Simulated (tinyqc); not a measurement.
Towards the loss of the bound state: donor level screened by free carriers (Yukawa potential).

Potential -(q/(eps r)) exp(-ks r), q = e^2/(4 pi eps0). In units Ry* = Ry m/eps^2 and a* = a0 eps/m the problem is [-Laplacian - 2 exp(-x r)/r] psi = E psi with x = ks a*.

Converged values use 18 functions exp(-z r), z = 1.55^i, i = -11 to 6: S = 2/A^3, H = z_i z_j S - 2/(A + x)^2, A = z_i + z_j.

Values chosen for the exercise (out of a larger set: near those of a donor in 4H SiC, with one mean mass; not measured data): xs = (0.06, 0.19, 0.35, 0.52, 0.67, 0.88, 1.1) (values of x).

First order (-1 + 2x), one-parameter (minimum of z^2 - 8 z^3/(2z + x)^2) and converged 1s energies in Ry*, and the mean radius in a*; a dash marks an unbound result.

Results:

| x | first order | trial function | converged | <r> |
|---|---|---|---|---|
| 0.06 | -0.8800 | -0.8852 | -0.8852 | 1.50 |
| 0.19 | -0.6200 | -0.6685 | -0.6686 | 1.55 |
| 0.35 | -0.3000 | -0.4526 | -0.4537 | 1.65 |
| 0.52 | - | -0.2745 | -0.2782 | 1.83 |
| 0.67 | - | -0.1550 | -0.1627 | 2.12 |
| 0.88 | - | -0.0399 | -0.0557 | 3.00 |
| 1.10 | - | - | -0.0046 | 8.28 |

First order loses the state at x = 0.5, the trial function reaches zero energy at x = 1.00, and the exact limit is 1.19. The radius starts at 1.5 a*, grows slowly at first (1.65 at x = 0.35), then steadily, and swells towards the end (8.3 at 1.10), where a single exponential fails: the binding vanishes as the square of the distance from 1.19.

Run: tinyqc, `OMP_NUM_THREADS=1 python tinyqc.py 1280378 1280379 out.jsonl`; Intel(R) Xeon(R) Processor @ 2.30GHz, one thread, shared host; about 0.01 s of CPU time with all checks.
